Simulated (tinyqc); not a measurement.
Extended Hueckel theory, for H3+, step by step. The parameters take no account of the charge, which enters only through the electron count. One step of it, computed by the program tinyqc.

Task: Wolfsberg-Helmholz matrix. H_ij = K' S_ij (H_ii + H_jj)/2 for i != j (the diagonal keeps H_ii), with K' = K + D^2 + D^4 (1 - K), D = (H_ii - H_jj)/(H_ii + H_jj), K = 1.75.

overlap S, lower triangle:
```
          1H 1s     2H 1s     3H 1s
1H 1s  1.000000
2H 1s  0.529210  1.000000
3H 1s  0.522303  0.147864  1.000000
```

diagonal H_ii (eV): 1H 1s -13.600000, 2H 1s -13.600000, 3H 1s -13.600000

K = 1.750000

Give: H.

Result:

H (eV), lower triangle:
```
          1H 1s     2H 1s     3H 1s
1H 1s  -13.6000
2H 1s  -12.5952  -13.6000
3H 1s  -12.4308   -3.5192  -13.6000
```
